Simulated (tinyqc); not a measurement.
Current gain against temperature: heavy doping: gap narrowing, degeneracy and the minority density.

F_j(eta) = (1/Gamma(j + 1)) integral_0^infinity x^j dx/(1 + exp(x - eta)), which tends to exp(eta) for eta << 0.

Empirical narrowing (Slotboom form, constants chosen for the exercise; published fits of this form give the apparent narrowing, here it is taken as the true one): dEg = E0 [ln(N/N0) + sqrt(ln(N/N0)^2 + C)].

Majority: N = Nv F_1/2(eta), eta the distance of EF beyond the majority band edge in kT. Degeneracy factor gam = F_1/2(eta)/exp(eta). ni0^2 = Nc Nv exp(-Eg/kT); product n p = ni0^2 gam exp(dEg/kT), dEg the true narrowing; apparent narrowing dEa = dEg + kT ln gam; minority density = n p/N.

Bipolar transistor with N as emitter doping: beta = K (N/NB) exp((dEa_B + dG - dEa_E)/kT), dEa_E = dEg(N) + kT ln gam, dEa_B = dEg(NB). For the sweep in T, Nv is scaled as (T/T0)^(3/2) from its value at T0 = T.

Constants: kB = 8.617333262e-05 eV/K.

Parameters, chosen for this exercise (gap and densities of states near those of Si at this temperature; narrowing constants near the fits for Si; shifted at random, so the results belong to these values and not to a real crystal):
- Eg = 1.117 eV (gap)
- Nc = 2.81e+19 1/cm^3 (conduction-band density of states)
- Nv = 1.1e+19 1/cm^3 (valence-band density of states)
- T = 300 K
- E0 = 7.57 meV (narrowing scale)
- N0 = 1.4e+17 1/cm^3 (onset density)
- C = 0.5 (smoothing constant)
- N = 2e+19 1/cm^3 (ionised acceptors, equal to the majority density)
- NB = 4e+16 1/cm^3 (base doping)
- K = 5.6 (ratio (D_B W_E)/(D_E W_B))
- dG = 80 meV (extra narrowing of the base by alloying)

Gain:
```
T (K)      beta  beta with dG = 0  without narrowing
150    2.43e+04              49.9           2.80e+03
200    1.22e+04               118           2.80e+03
250    8.35e+03               204           2.80e+03
300    6.59e+03               298           2.80e+03
350    5.62e+03               396           2.80e+03
400    5.01e+03               492           2.80e+03
450    4.60e+03               585           2.80e+03
```

dEa_B + dG - dEa_E at T0 = 22.1 meV

What can be read from this table?

beta is 2.43e+04 at 150 K and 4.6e+03 at 450 K, since the net exponent is positive: the gap is narrower in the base. At 300 K narrowing and degeneracy change the gain by a factor 0.107 and alloying the base by 22.1.

tinyqc: `OMP_NUM_THREADS=1 python tinyqc.py 1681546 1681547 out.jsonl`; about 0.01 s, one thread, shared Intel(R) Xeon(R) Processor @ 2.30GHz.
